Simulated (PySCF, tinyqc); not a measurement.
RHF in the sto-3g basis, for H6, spin multiplicity 1, step by step (part 1 of 2). The lowest restricted solution is unstable here: a spin-polarised one lies 0.1651 hartree lower (PySCF). Computed by tinyqc, a small Python program that keeps every step (integrals from PySCF). Settings: charge = 0, multiplicity = 1, basis = sto-3g, energy threshold = 1e-10, iteration cap = 58, orthogonalisation = canonical, start = random, DIIS depth = 0, method = RHF. Command: `OMP_NUM_THREADS=1 python tinyqc.py 26117 26118 out.jsonl` (the two numbers bound the seeds that draw the settings). One thread of a shared host (Intel(R) Xeon(R) Processor @ 2.60GHz), about 0.09 s of CPU time with the checks. Later iterations appear only in the table of the cycle.

## One-electron integrals

Geometry (angstrom):
```
atom,x,y,z
H,0.000000,0.000000,0.000000
H,0.000000,0.000000,1.476000
H,0.000000,0.000000,2.740000
H,0.000000,0.000000,4.216000
H,0.000000,0.000000,5.480000
H,0.000000,0.000000,6.956000
```

Basis sto-3g: exponents (1/bohr^2) and contraction coefficients of normalised primitives:
```
element,l (shell),exponent,coefficient
H,s (1),3.425251,0.154329
H,s (1),0.623914,0.535328
H,s (1),0.168855,0.444635
```

Overlap, kinetic and nuclear-attraction integrals over the contracted functions; the nuclear repulsion is the sum of Za Zb / Rab.

nuclear repulsion = 3.33779090 hartree

overlap S:
```
,1H 1s,2H 1s,3H 1s,4H 1s,5H 1s,6H 1s
1H 1s,1.000000,0.265731,0.031133,0.001008,0.000023,0.000000
2H 1s,0.265731,1.000000,0.355800,0.031133,0.001752,0.000023
3H 1s,0.031133,0.355800,1.000000,0.265731,0.031133,0.001008
4H 1s,0.001008,0.031133,0.265731,1.000000,0.355800,0.031133
5H 1s,0.000023,0.001752,0.031133,0.355800,1.000000,0.265731
6H 1s,0.000000,0.000023,0.001008,0.031133,0.265731,1.000000
```

kinetic energy T (hartree):
```
,1H 1s,2H 1s,3H 1s,4H 1s,5H 1s,6H 1s
1H 1s,0.760032,0.011767,-0.008880,-0.000751,-0.000030,0.000000
2H 1s,0.011767,0.760032,0.039966,-0.008880,-0.001179,-0.000030
3H 1s,-0.008880,0.039966,0.760032,0.011767,-0.008880,-0.000751
4H 1s,-0.000751,-0.008880,0.011767,0.760032,0.039966,-0.008880
5H 1s,-0.000030,-0.001179,-0.008880,0.039966,0.760032,0.011767
6H 1s,0.000000,-0.000030,-0.000751,-0.008880,0.011767,0.760032
```

nuclear attraction V (hartree):
```
,1H 1s,2H 1s,3H 1s,4H 1s,5H 1s,6H 1s
1H 1s,-2.074812,-0.513137,-0.059609,-0.001927,-0.000045,0.000000
2H 1s,-0.513137,-2.419519,-0.783064,-0.063118,-0.003403,-0.000045
3H 1s,-0.059609,-0.783064,-2.509438,-0.573583,-0.063118,-0.001927
4H 1s,-0.001927,-0.063118,-0.573583,-2.509438,-0.783064,-0.059609
5H 1s,-0.000045,-0.003403,-0.063118,-0.783064,-2.419519,-0.513137
6H 1s,0.000000,-0.000045,-0.001927,-0.059609,-0.513137,-2.074812
```

core Hamiltonian H = T + V (hartree):
```
,1H 1s,2H 1s,3H 1s,4H 1s,5H 1s,6H 1s
1H 1s,-1.314780,-0.501371,-0.068489,-0.002678,-0.000075,0.000000
2H 1s,-0.501371,-1.659487,-0.743097,-0.071998,-0.004582,-0.000075
3H 1s,-0.068489,-0.743097,-1.749406,-0.561816,-0.071998,-0.002678
4H 1s,-0.002678,-0.071998,-0.561816,-1.749406,-0.743097,-0.068489
5H 1s,-0.000075,-0.004582,-0.071998,-0.743097,-1.659487,-0.501371
6H 1s,0.000000,-0.000075,-0.002678,-0.068489,-0.501371,-1.314780
```

## Two-electron integrals

Functions are numbered as in S; the eight-fold symmetry (ij|kl) = (ji|kl) = (kl|ij) leaves the list below.

Two-electron integrals (ij|kl) in chemists' order, unique and non-zero (hartree):
```
i,j,k,l,(ij|kl)
1,1,1,1,0.774606
2,1,1,1,0.143462
2,1,2,1,0.040294
2,2,1,1,0.350835
2,2,2,1,0.143462
2,2,2,2,0.774606
3,1,1,1,0.011991
3,1,2,1,0.003935
3,1,2,2,0.017151
3,1,3,1,0.000456
3,2,1,1,0.090528
3,2,2,1,0.035918
3,2,2,2,0.204458
3,2,3,1,0.005210
3,2,3,2,0.075915
3,3,1,1,0.193097
3,3,2,1,0.071602
3,3,2,2,0.400735
3,3,3,1,0.011991
3,3,3,2,0.204458
3,3,3,3,0.774606
4,1,1,1,0.000258
4,1,2,1,0.000096
4,1,2,2,0.000497
4,1,3,1,0.000013
4,1,3,2,0.000182
4,1,3,3,0.000497
4,1,4,1,4.60e-07
4,2,1,1,0.005960
4,2,2,1,0.002203
4,2,2,2,0.011991
4,2,3,1,0.000337
4,2,3,2,0.005210
4,2,3,3,0.017151
4,2,4,1,0.000013
4,2,4,2,0.000456
4,3,1,1,0.040786
4,3,2,1,0.014032
4,3,2,2,0.071602
4,3,3,1,0.002203
4,3,3,2,0.035918
4,3,3,3,0.143462
4,3,4,1,0.000096
4,3,4,2,0.003935
4,3,4,3,0.040294
4,4,1,1,0.125516
4,4,2,1,0.040786
4,4,2,2,0.193097
4,4,3,1,0.005960
4,4,3,2,0.090528
4,4,3,3,0.350835
4,4,4,1,0.000258
4,4,4,2,0.011991
4,4,4,3,0.143462
4,4,4,4,0.774606
5,1,1,1,4.52e-06
5,1,2,1,1.65e-06
5,1,2,2,0.000009
5,1,3,1,2.53e-07
5,1,3,2,3.90e-06
5,1,3,3,0.000013
5,1,4,1,1.00e-08
5,1,4,2,3.36e-07
5,1,4,3,2.79e-06
5,1,4,4,0.000008
5,2,1,1,0.000270
5,2,2,1,0.000093
5,2,2,2,0.000474
5,2,3,1,0.000014
5,2,3,2,0.000225
5,2,3,3,0.000836
5,2,4,1,6.04e-07
5,2,4,2,0.000024
5,2,4,3,0.000232
5,2,4,4,0.000836
5,2,5,1,1.70e-08
5,2,5,2,1.39e-06
5,3,1,1,0.004064
5,3,2,1,0.001339
5,3,2,2,0.006469
5,3,3,1,0.000200
5,3,3,2,0.003091
5,3,3,3,0.011991
5,3,4,1,0.000009
5,3,4,2,0.000363
5,3,4,3,0.003935
5,3,4,4,0.017151
5,3,5,1,2.53e-07
5,3,5,2,0.000024
5,3,5,3,0.000456
5,4,1,1,0.038966
5,4,2,1,0.012308
5,4,2,2,0.056223
5,4,3,1,0.001731
5,4,3,2,0.024966
5,4,3,3,0.090528
5,4,4,1,0.000071
5,4,4,2,0.003091
5,4,4,3,0.035918
5,4,4,4,0.204458
5,4,5,1,2.10e-06
5,4,5,2,0.000225
5,4,5,3,0.005210
5,4,5,4,0.075915
5,5,1,1,0.096565
5,5,2,1,0.029793
5,5,2,2,0.132162
5,5,3,1,0.004064
5,5,3,2,0.056223
5,5,3,3,0.193097
5,5,4,1,0.000160
5,5,4,2,0.006469
5,5,4,3,0.071602
5,5,4,4,0.400735
5,5,5,1,4.52e-06
5,5,5,2,0.000474
5,5,5,3,0.011991
5,5,5,4,0.204458
5,5,5,5,0.774606
6,1,1,1,1.39e-08
6,1,2,2,2.39e-08
6,1,3,2,1.15e-08
6,1,3,3,4.36e-08
6,1,4,3,1.23e-08
6,1,4,4,4.36e-08
6,1,5,4,1.15e-08
6,1,5,5,2.39e-08
6,2,1,1,2.93e-06
6,2,2,1,9.55e-07
6,2,2,2,4.52e-06
6,2,3,1,1.39e-07
6,2,3,2,2.10e-06
6,2,3,3,0.000008
6,2,4,1,5.91e-09
6,2,4,2,2.53e-07
6,2,4,3,2.79e-06
6,2,4,4,0.000013
6,2,5,2,1.70e-08
6,2,5,3,3.36e-07
6,2,5,4,3.90e-06
6,2,5,5,0.000009
6,3,1,1,0.000111
6,3,2,1,0.000035
6,3,2,2,0.000160
6,3,3,1,4.93e-06
6,3,3,2,0.000071
6,3,3,3,0.000258
6,3,4,1,2.02e-07
6,3,4,2,0.000009
6,3,4,3,0.000096
6,3,4,4,0.000497
6,3,5,1,5.91e-09
6,3,5,2,6.04e-07
6,3,5,3,0.000013
6,3,5,4,0.000182
6,3,5,5,0.000497
6,3,6,2,1.00e-08
6,3,6,3,4.60e-07
6,4,1,1,0.002971
6,4,2,1,0.000916
6,4,2,2,0.004064
6,4,3,1,0.000125
6,4,3,2,0.001731
6,4,3,3,0.005960
6,4,4,1,4.93e-06
6,4,4,2,0.000200
6,4,4,3,0.002203
6,4,4,4,0.011991
6,4,5,1,1.39e-07
6,4,5,2,0.000014
6,4,5,3,0.000337
6,4,5,4,0.005210
6,4,5,5,0.017151
6,4,6,2,2.53e-07
6,4,6,3,0.000013
6,4,6,4,0.000456
6,5,1,1,0.022676
6,5,2,1,0.006867
6,5,2,2,0.029793
6,5,3,1,0.000916
6,5,3,2,0.012308
6,5,3,3,0.040786
6,5,4,1,0.000035
6,5,4,2,0.001339
6,5,4,3,0.014032
6,5,4,4,0.071602
6,5,5,1,9.55e-07
6,5,5,2,0.000093
6,5,5,3,0.002203
6,5,5,4,0.035918
6,5,5,5,0.143462
6,5,6,2,1.65e-06
6,5,6,3,0.000096
6,5,6,4,0.003935
6,5,6,5,0.040294
6,6,1,1,0.076075
6,6,2,1,0.022676
6,6,2,2,0.096565
6,6,3,1,0.002971
6,6,3,2,0.038966
6,6,3,3,0.125516
6,6,4,1,0.000111
6,6,4,2,0.004064
6,6,4,3,0.040786
6,6,4,4,0.193097
6,6,5,1,2.93e-06
6,6,5,2,0.000270
6,6,5,3,0.005960
6,6,5,4,0.090528
6,6,5,5,0.350835
6,6,6,1,1.39e-08
6,6,6,2,4.52e-06
6,6,6,3,0.000258
6,6,6,4,0.011991
6,6,6,5,0.143462
6,6,6,6,0.774606
```

## Orthogonalisation

S = U s U^T; canonical form X = U s^(-1/2), so that X^T S X = 1. Each column of U has its largest component positive (the first on a tie).

eigenvalues of S: 0.481369  0.613852  0.876641  1.052370  1.374506  1.601262

X:
```
,1,2,3,4,5,6
1H 1s,0.272886,-0.440492,0.596392,0.562892,0.332923,0.172145
2H 1s,-0.619062,0.686718,-0.231371,0.155226,0.442052,0.340051
3H 1s,0.762233,-0.385894,-0.401426,-0.366300,0.239832,0.408638
4H 1s,-0.762233,-0.385894,0.401426,-0.366300,-0.239832,0.408638
5H 1s,0.619062,0.686718,0.231371,0.155226,-0.442052,0.340051
6H 1s,-0.272886,-0.440492,-0.596392,0.562892,-0.332923,0.172145
```

## Starting guess

The start is random orthonormal orbitals; D = 2 C_occ C_occ^T.

D at the start:
```
,1H 1s,2H 1s,3H 1s,4H 1s,5H 1s,6H 1s
1H 1s,1.262967,0.493681,-0.168112,-0.588454,-0.006710,0.154450
2H 1s,0.493681,0.672997,-0.171285,0.543262,-0.186964,0.579367
3H 1s,-0.168112,-0.171285,0.974441,-0.010798,-0.930510,-0.305182
4H 1s,-0.588454,0.543262,-0.010798,1.526940,-0.378533,0.749246
5H 1s,-0.006710,-0.186964,-0.930510,-0.378533,1.087873,-0.021737
6H 1s,0.154450,0.579367,-0.305182,0.749246,-0.021737,0.611308
```

## Iteration 1: building the Fock matrix

J_ij = sum D_kl (ij|kl), K_ij = sum D_kl (ik|jl); F = H + J - 0.5 K; E = tr D H + tr D J / 2 - 0.25 tr D K + E_nn.

Coulomb J (hartree):
```
,1H 1s,2H 1s,3H 1s,4H 1s,5H 1s,6H 1s
1H 1s,1.823920,0.473404,0.054417,0.001756,0.000042,0.000000
2H 1s,0.473404,1.879206,0.664039,0.058025,0.003264,0.000044
3H 1s,0.054417,0.664039,2.018296,0.533514,0.060142,0.001823
4H 1s,0.001756,0.058025,0.533514,2.211541,0.709628,0.052954
5H 1s,0.000042,0.003264,0.060142,0.709628,1.924078,0.417662
6H 1s,0.000000,0.000044,0.001823,0.052954,0.417662,1.376706
```

exchange K (hartree):
```
,1H 1s,2H 1s,3H 1s,4H 1s,5H 1s,6H 1s
1H 1s,1.141933,0.448817,0.035328,-0.056990,-0.019500,0.020501
2H 1s,0.448817,0.716114,0.307124,0.094248,-0.033924,0.035112
3H 1s,0.035328,0.307124,0.806523,0.290751,-0.123575,-0.023585
4H 1s,-0.056990,0.094248,0.290751,1.107313,0.341933,0.155221
5H 1s,-0.019500,-0.033924,-0.123575,0.341933,0.852860,0.289705
6H 1s,0.020501,0.035112,-0.023585,0.155221,0.289705,0.526475
```

Fock matrix F (hartree):
```
,1H 1s,2H 1s,3H 1s,4H 1s,5H 1s,6H 1s
1H 1s,-0.061827,-0.252375,-0.031736,0.027573,0.009717,-0.010251
2H 1s,-0.252375,-0.138339,-0.232621,-0.061097,0.015644,-0.017588
3H 1s,-0.031736,-0.232621,-0.134371,-0.173678,0.049931,0.010938
4H 1s,0.027573,-0.061097,-0.173678,-0.091522,-0.204436,-0.093146
5H 1s,0.009717,0.015644,0.049931,-0.204436,-0.161840,-0.228561
6H 1s,-0.010251,-0.017588,0.010938,-0.093146,-0.228561,-0.201312
```

total energy of this density = -1.92352495 hartree

## Iteration 1: diagonalisation and new density

Diagonalise F' = X^T F X, C = X C', fill 3 alpha and 3 beta electrons from the bottom; D = 2 C_occ C_occ^T. Each column has its largest component positive (the first on a tie).

F' = X^T F X (hartree):
```
,1,2,3,4,5,6
1,0.419261,-0.040585,-0.006711,0.038735,-0.001125,0.065298
2,-0.040585,0.236714,-0.096107,-0.050468,0.024031,0.018869
3,-0.006711,-0.096107,0.045204,0.002534,-0.016573,0.040024
4,0.038735,-0.050468,0.002534,-0.172097,0.041130,-0.049518
5,-0.001125,0.024031,-0.016573,0.041130,-0.340317,-0.002093
6,0.065298,0.018869,0.040024,-0.049518,-0.002093,-0.329170
```

orbital energies (hartree): MO1 -0.363198, MO2 -0.342797, MO3 -0.158155, MO4 0.013681, MO5 0.273376, MO6 0.436688

coefficients C:
```
,MO1,MO2,MO3,MO4,MO5,MO6
1H 1s,0.020208,0.345449,0.556640,-0.338179,-0.580775,0.447489
2H 1s,0.091820,0.558270,0.246140,-0.030997,0.568229,-0.734143
3H 1s,-0.009506,0.446695,-0.504839,0.375257,0.043229,0.807812
4H 1s,0.327987,0.134097,-0.478332,-0.312415,-0.640442,-0.622581
5H 1s,0.502159,-0.202920,0.077629,-0.529708,0.651207,0.489352
6H 1s,0.587324,-0.060226,0.279960,0.745796,-0.283607,-0.133800
```

D after iteration 1:
```
,1H 1s,2H 1s,3H 1s,4H 1s,5H 1s,6H 1s
1H 1s,0.859181,0.663440,-0.253791,-0.426614,-0.033478,0.293802
2H 1s,0.663440,0.761362,0.248485,-0.025516,-0.096137,0.178430
3H 1s,-0.253791,0.248485,0.908978,0.596527,-0.269215,-0.347641
4H 1s,-0.426614,-0.025516,0.596527,0.708719,0.200716,0.101290
5H 1s,-0.033478,-0.096137,-0.269215,0.200716,0.598732,0.657768
6H 1s,0.293802,0.178430,-0.347641,0.101290,0.657768,0.853910
```

## Iteration 2: building the Fock matrix

As before.

Coulomb J (hartree):
```
,1H 1s,2H 1s,3H 1s,4H 1s,5H 1s,6H 1s
1H 1s,1.641049,0.462942,0.055445,0.001820,0.000042,0.000000
2H 1s,0.462942,1.980437,0.700371,0.058521,0.003166,0.000041
3H 1s,0.055445,0.700371,2.091345,0.513572,0.056420,0.001710
4H 1s,0.001820,0.058521,0.513572,1.962929,0.649498,0.051865
5H 1s,0.000042,0.003166,0.056420,0.649498,1.824241,0.436746
6H 1s,0.000000,0.000041,0.001710,0.051865,0.436746,1.581690
```

exchange K (hartree):
```
,1H 1s,2H 1s,3H 1s,4H 1s,5H 1s,6H 1s
1H 1s,0.882637,0.483570,0.064811,-0.051601,-0.015691,0.022494
2H 1s,0.483570,0.970956,0.503807,0.090380,-0.008783,0.005645
3H 1s,0.064811,0.503807,1.055405,0.461943,0.048954,-0.030136
4H 1s,-0.051601,0.090380,0.461943,0.874008,0.418230,0.121710
5H 1s,-0.015691,-0.008783,0.048954,0.418230,0.828658,0.487113
6H 1s,0.022494,0.005645,-0.030136,0.121710,0.487113,0.878417
```

Fock matrix F (hartree):
```
,1H 1s,2H 1s,3H 1s,4H 1s,5H 1s,6H 1s
1H 1s,-0.115049,-0.280214,-0.045450,0.024943,0.007813,-0.011247
2H 1s,-0.280214,-0.164528,-0.294630,-0.058667,0.002975,-0.002857
3H 1s,-0.045450,-0.294630,-0.185764,-0.279216,-0.040055,0.014100
4H 1s,0.024943,-0.058667,-0.279216,-0.223481,-0.302715,-0.077479
5H 1s,0.007813,0.002975,-0.040055,-0.302715,-0.249576,-0.308181
6H 1s,-0.011247,-0.002857,0.014100,-0.077479,-0.308181,-0.172299
```

total energy of this density = -2.74614021 hartree

## Iteration 2: diagonalisation and new density

As before.

F' = X^T F X (hartree):
```
,1,2,3,4,5,6
1,0.509635,-0.042342,0.015749,-0.008724,0.023194,0.015420
2,-0.042342,0.296672,-0.019544,-0.067627,0.017843,0.015882
3,0.015749,-0.019544,0.056032,0.006325,-0.020083,0.006481
4,-0.008724,-0.067627,0.006325,-0.226054,0.019882,-0.005445
5,0.023194,0.017843,-0.020083,0.019882,-0.409095,0.032435
6,0.015420,0.015882,0.006481,-0.005445,0.032435,-0.491523
```

orbital energies (hartree): MO1 -0.503651, MO2 -0.402325, MO3 -0.232108, MO4 0.054982, MO5 0.299660, MO6 0.519110

coefficients C:
```
,MO1,MO2,MO3,MO4,MO5,MO6
1H 1s,0.062086,0.335994,0.543427,-0.541297,-0.475124,0.388199
2H 1s,0.182509,0.490709,0.285943,0.174602,0.566460,-0.732298
3H 1s,0.297929,0.379364,-0.362876,0.455124,-0.136597,0.812146
4H 1s,0.448654,0.012181,-0.450041,-0.402497,-0.498117,-0.660027
5H 1s,0.458461,-0.357873,0.190160,-0.290462,0.742851,0.482571
6H 1s,0.315442,-0.311114,0.457904,0.605480,-0.514891,-0.209313
```

D after iteration 2:
```
,1H 1s,2H 1s,3H 1s,4H 1s,5H 1s,6H 1s
1H 1s,0.824118,0.663191,-0.102471,-0.425233,0.023117,0.327779
2H 1s,0.663191,0.711736,0.273540,-0.081650,-0.075126,0.071679
3H 1s,-0.102471,0.273540,0.728715,0.603194,-0.136360,-0.380418
4H 1s,-0.425233,-0.081650,0.603194,0.807952,0.231503,-0.136682
5H 1s,0.023117,-0.075126,-0.136360,0.231503,0.748842,0.686065
6H 1s,0.327779,0.071679,-0.380418,-0.136682,0.686065,0.811944
```

## Iteration 3: building the Fock matrix

As before.

Coulomb J (hartree):
```
,1H 1s,2H 1s,3H 1s,4H 1s,5H 1s,6H 1s
1H 1s,1.596750,0.449431,0.053630,0.001761,0.000041,0.000000
2H 1s,0.449431,1.912322,0.673476,0.057247,0.003160,0.000042
3H 1s,0.053630,0.673476,2.005664,0.511562,0.057680,0.001783
4H 1s,0.001761,0.057247,0.511562,2.037000,0.683713,0.054292
5H 1s,0.000041,0.003160,0.057680,0.683713,1.940785,0.453869
6H 1s,0.000000,0.000042,0.001783,0.054292,0.453869,1.603415
```

exchange K (hartree):
```
,1H 1s,2H 1s,3H 1s,4H 1s,5H 1s,6H 1s
1H 1s,0.857140,0.485889,0.091209,-0.044940,-0.009065,0.024056
2H 1s,0.485889,0.937328,0.477410,0.083264,-0.003112,-0.003624
3H 1s,0.091209,0.477410,0.931318,0.463699,0.075054,-0.041235
4H 1s,-0.044940,0.083264,0.463699,0.972431,0.476122,0.086907
5H 1s,-0.009065,-0.003112,0.075054,0.476122,0.957395,0.493499
6H 1s,0.024056,-0.003624,-0.041235,0.086907,0.493499,0.854666
```

Fock matrix F (hartree):
```
,1H 1s,2H 1s,3H 1s,4H 1s,5H 1s,6H 1s
1H 1s,-0.146600,-0.294884,-0.060464,0.021554,0.004499,-0.012028
2H 1s,-0.294884,-0.215830,-0.308327,-0.056383,0.000134,0.001778
3H 1s,-0.060464,-0.308327,-0.209401,-0.282104,-0.051846,0.019723
4H 1s,0.021554,-0.056383,-0.282104,-0.198622,-0.297446,-0.057650
5H 1s,0.004499,0.000134,-0.051846,-0.297446,-0.197400,-0.294251
6H 1s,-0.012028,0.001778,0.019723,-0.057650,-0.294251,-0.138698
```

total energy of this density = -2.78927237 hartree

## Iteration 3: diagonalisation and new density

As before.

F' = X^T F X (hartree):
```
,1,2,3,4,5,6
1,0.517236,0.006092,0.016995,-0.001317,0.024210,0.002239
2,0.006092,0.305372,0.003625,-0.063528,-0.000106,0.011005
3,0.016995,0.003625,0.058329,-0.002593,-0.021322,0.005369
4,-0.001317,-0.063528,-0.002593,-0.227393,-0.000771,-0.002570
5,0.024210,-0.000106,-0.021322,-0.000771,-0.406977,-0.007926
6,0.002239,0.011005,0.005369,-0.002570,-0.007926,-0.496750
```

orbital energies (hartree): MO1 -0.497643, MO2 -0.407958, MO3 -0.234869, MO4 0.058772, MO5 0.312856, MO6 0.518660

coefficients C:
```
,MO1,MO2,MO3,MO4,MO5,MO6
1H 1s,0.205098,-0.338836,0.509487,0.575607,-0.501484,-0.286777
2H 1s,0.373064,-0.417772,0.228470,-0.238953,0.683718,0.594150
3H 1s,0.429808,-0.161592,-0.414115,-0.426197,-0.364376,-0.743628
4H 1s,0.389541,0.236745,-0.407295,0.450316,-0.304719,0.761851
5H 1s,0.288481,0.472785,0.237198,0.222501,0.652571,-0.636495
6H 1s,0.156752,0.365561,0.504061,-0.564439,-0.499531,0.317958
```

D after iteration 3:
```
,1H 1s,2H 1s,3H 1s,4H 1s,5H 1s,6H 1s
1H 1s,0.832904,0.668947,-0.136161,-0.415671,0.039640,0.330195
2H 1s,0.668947,0.731818,0.266484,-0.093273,-0.071403,0.041841
3H 1s,-0.136161,0.266484,0.764677,0.595678,-0.101268,-0.400875
4H 1s,-0.415671,-0.093273,0.595678,0.747360,0.255390,-0.115391
5H 1s,0.039640,-0.071403,-0.101268,0.255390,0.726020,0.675228
6H 1s,0.330195,0.041841,-0.400875,-0.115391,0.675228,0.824567
```

## Iteration 4: building the Fock matrix

As before.

Coulomb J (hartree):
```
,1H 1s,2H 1s,3H 1s,4H 1s,5H 1s,6H 1s
1H 1s,1.609295,0.453286,0.054077,0.001773,0.000041,0.000000
2H 1s,0.453286,1.930802,0.679002,0.057346,0.003147,0.000041
3H 1s,0.054077,0.679002,2.018300,0.509296,0.057177,0.001764
4H 1s,0.001773,0.057346,0.509296,2.007229,0.675020,0.053794
5H 1s,0.000041,0.003147,0.057177,0.675020,1.919967,0.451096
6H 1s,0.000000,0.000041,0.001764,0.053794,0.451096,1.601549
```

exchange K (hartree):
```
,1H 1s,2H 1s,3H 1s,4H 1s,5H 1s,6H 1s
1H 1s,0.865562,0.488939,0.086225,-0.044861,-0.007304,0.023951
2H 1s,0.488939,0.951993,0.482058,0.081731,-0.001986,-0.006540
3H 1s,0.086225,0.482058,0.952716,0.460291,0.079997,-0.042556
4H 1s,-0.044861,0.081731,0.460291,0.935345,0.473646,0.089973
5H 1s,-0.007304,-0.001986,0.079997,0.473646,0.944496,0.490721
6H 1s,0.023951,-0.006540,-0.042556,0.089973,0.490721,0.861082
```

Fock matrix F (hartree):
```
,1H 1s,2H 1s,3H 1s,4H 1s,5H 1s,6H 1s
1H 1s,-0.138267,-0.292555,-0.057525,0.021526,0.003619,-0.011976
2H 1s,-0.292555,-0.204682,-0.305124,-0.055518,-0.000441,0.003236
3H 1s,-0.057525,-0.305124,-0.207464,-0.282666,-0.054820,0.020364
4H 1s,0.021526,-0.055518,-0.282666,-0.209849,-0.304901,-0.059682
5H 1s,0.003619,-0.000441,-0.054820,-0.304901,-0.211769,-0.295635
6H 1s,-0.011976,0.003236,0.020364,-0.059682,-0.295635,-0.143772
```

total energy of this density = -2.79123208 hartree

## Iteration 4: diagonalisation and new density

As before.

F' = X^T F X (hartree):
```
,1,2,3,4,5,6
1,0.513954,-0.003647,0.019498,-0.001352,0.023229,0.000400
2,-0.003647,0.305379,-0.001310,-0.063920,0.001093,0.009999
3,0.019498,-0.001310,0.057384,0.000856,-0.019127,0.000973
4,-0.001352,-0.063920,0.000856,-0.227467,0.002056,0.000059
5,0.023229,0.001093,-0.019127,0.002056,-0.407801,0.002577
6,0.000400,0.009999,0.000973,0.000059,0.002577,-0.500270
```

orbital energies (hartree): MO1 -0.500472, MO2 -0.409168, MO3 -0.234997, MO4 0.057415, MO5 0.313008, MO6 0.515393

coefficients C:
```
,MO1,MO2,MO3,MO4,MO5,MO6
1H 1s,0.164996,0.349310,0.511975,-0.568919,-0.498512,0.312987
2H 1s,0.318785,0.453179,0.241279,0.220563,0.658765,-0.629016
3H 1s,0.408911,0.220140,-0.401735,0.443823,-0.319696,0.757291
4H 1s,0.419849,-0.185295,-0.412403,-0.439841,-0.350538,-0.743448
5H 1s,0.342769,-0.442248,0.231416,-0.229390,0.676672,0.605277
6H 1s,0.186913,-0.351245,0.504173,0.571066,-0.504196,-0.297780
```

D after iteration 4:
```
,1H 1s,2H 1s,3H 1s,4H 1s,5H 1s,6H 1s
1H 1s,0.822718,0.668853,-0.122626,-0.413184,0.041106,0.332541
2H 1s,0.668853,0.730421,0.266374,-0.099270,-0.070625,0.044108
3H 1s,-0.122626,0.266374,0.754122,0.593134,-0.100324,-0.406872
4H 1s,-0.413184,-0.099270,0.593134,0.761367,0.260842,-0.128726
5H 1s,0.041106,-0.070625,-0.100324,0.260842,0.733254,0.672158
6H 1s,0.332541,0.044108,-0.406872,-0.128726,0.672158,0.825000
```
